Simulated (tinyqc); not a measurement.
# Rigid-ion and shell models of the dielectric response of an ionic crystal, step by step

A worked calculation. Computed by tinyqc, a small Python program that keeps every step. Command: `OMP_NUM_THREADS=1 python tinyqc.py 3001756 3001757 out.jsonl shell walk`. One thread of a shared host (Intel(R) Xeon(R) Processor @ 2.30GHz), about 0.01 s of CPU time with the checks. Intermediate numbers are printed to about 6 digits and carried at full precision; extremes and crossings named in words are read from the listed rows.

Charges +Z and -Z; 8 nearest neighbours, Madelung constant M = 1.762675, volume per ion pair Omega = 1.539601 d^3. Energy per pair U = -M Z^2 e2/d + 8 A exp(-d/rho), e2 = e^2/(4 pi eps_0). In the shell model the anion is a core of charge Y - Z and a massless shell of charge -Y, joined by the spring k; the repulsion acts on the shell. Each ion feels the Lorentz field E + (4 pi/3) P (Gaussian units).

Inputs (values chosen for the exercise, for a model crystal): nearest-neighbour distance d = 2.31 angstrom; ionic charge Z = 1.45 e; hardness d/rho = 11.1; cation mass = 57.5 u; anion mass = 35.45 u; shell charge size Y = 2.88 e; core-shell spring k = 61.3 eV/angstrom^2; cation polarisability alpha_+ = 0.56 angstrom^3; film thickness t = 3.2 nm.

Structure: caesium chloride.

Constants: e^2/(4 pi eps_0) = 14.39964548 eV angstrom; 1 eV/angstrom^3 = 160.2176634 GPa; nu for 1 eV/(angstrom^2 u) = 15.6333042 THz; 1 THz = 33.35640952 1/cm; eps_0 = 8.8541878128e-12 F/m; h x 1 THz = 4.135667696 meV.

## Equilibrium, bulk modulus and repulsive spring

Zero pressure fixes 8 A exp(-d/rho) = M Z^2 e2 rho/d^2. Then U = -(M Z^2 e2/d)(1 - rho/d), B = M Z^2 e2 (d/rho - 2)/(9 Omega d), and the spring of one sublattice against the other is R = (1/3) x (Laplacian of the repulsion summed over neighbours) = M Z^2 e2 (d/rho - 2)/(3 d^3), so R = 3 B Omega/d^2.

volume Omega = 18.9777 angstrom^3

lattice energy U = -21.0207 eV/pair

bulk modulus B = 197.203 GPa

repulsive spring R = 13.1324 eV/angstrom^2

## Rigid ions

With C = 4 pi Z^2 e2/(3 Omega): mu lambda_TO = R - C, mu lambda_LO = R + 2 C; eps_inf = 1 and eps_s = lambda_LO/lambda_TO. lambda in eV/(angstrom^2 u) gives the wavenumber 15.6333042 x 33.35640952 x sqrt(lambda); mu is the reduced mass.

Coulomb spring C = 6.68240 eV/angstrom^2

omega_TO, rigid ions = 282.809 1/cm

omega_LO, rigid ions = 573.209 1/cm

eps_s, rigid ions = 4.10809

## Shell model: electronic response

Eliminating the shell gives the anion polarisability alpha_- = Y^2 e2/(k + R), the Szigeti charge Z_S = Z - Y R/(k + R) and the softened spring R' = k R/(k + R). With b = 4 pi (alpha_+ + alpha_-)/(3 Omega): eps_inf = (1 + 2b)/(1 - b) (Clausius-Mossotti); Born charge Z* = Z_S (eps_inf + 2)/3.

anion polarisability alpha_- = 1.60463 angstrom^3

Szigeti charge Z_S = 0.941870 e

softened spring R' = 10.8154 eV/angstrom^2

b = 0.477780

eps_inf = 3.74471

Born charge Z* = 1.80359 e

Overlap pushes the shell back and lowers the effective charge to 65 % of Z; the local field then raises the Born charge to 124 % of Z.

## Shell model: lattice response

mu lambda_TO = R' - (4 pi e2/(3 Omega)) Z_S^2/(1 - b); mu lambda_LO = mu lambda_TO + 4 pi e2 Z*^2/(eps_inf Omega); eps_s = eps_inf lambda_LO/lambda_TO.

mu lambda_TO = 5.41626 eV/angstrom^2

omega_TO = 259.157 1/cm

omega_LO = 412.152 1/cm

eps_s = 9.47127

share of R' left after the dipole term = 0.500791

The dipole field cancels 50 % of the short-range spring.

## As a gate dielectric

Capacitance per area eps_0 eps_s/t; equivalent oxide thickness EOT = t x 3.9/eps_s; the surface optical mode against silicon (eps = 11.7) lies at omega_TO sqrt[(eps_s + 11.7)/(eps_inf + 11.7)], and its squared coupling to channel electrons scales as g = hbar omega_SO [1/(11.7 + eps_inf) - 1/(11.7 + eps_s)], with hbar omega = h c x wavenumber.

capacitance per area = 26.2064 fF/micrometre^2

equivalent oxide thickness = 1.31767 nm

surface optical mode = 303.421 1/cm

remote-phonon coupling g = 0.658839 meV

## From rigid to soft shells

The formulas are those given above.

Response against the core-shell spring:
```
k (eV/angstrom^2)  eps_inf      Z_S       Z*  omega_TO (1/cm)  omega_LO (1/cm)    eps_s
49                 4.63562  0.84128  1.86080          258.317          393.755  10.7709
61                 3.76052  0.93981  1.80460          259.142          411.758   9.4942
80                 3.05617  1.04390  1.75937          259.804          432.723   8.4783
110                2.52967  1.14284  1.72556          260.297          454.888   7.7256
160                2.14290  1.23155  1.70073          260.659          477.006   7.1764
250                1.86493  1.30627  1.68288          260.919          497.622   6.7835
490                1.64078  1.37483  1.66848          261.128          518.450   6.4678
1800               1.48086  1.42914  1.65821          261.278          536.474   6.2432
```

From the stiffest to the softest shell eps_inf rises from 1.48 to 4.64 and Z_S falls from 1.43 to 0.84; omega_LO moves by -27 % and omega_TO by -1.1 %. Screening by eps_inf cuts the LO frequency, which rigid ions overstate (rigid ions: 573 per cm); eps_s goes from 6.24 to 10.77.

Checks made by the program: TO spring by direct elimination of the shell from the 2 x 2 energy matrix (relative difference below 1e-10); Szigeti's relation mu lambda_TO (eps_s + 2)/(eps_inf + 2) = R' (relative difference below 1e-10).
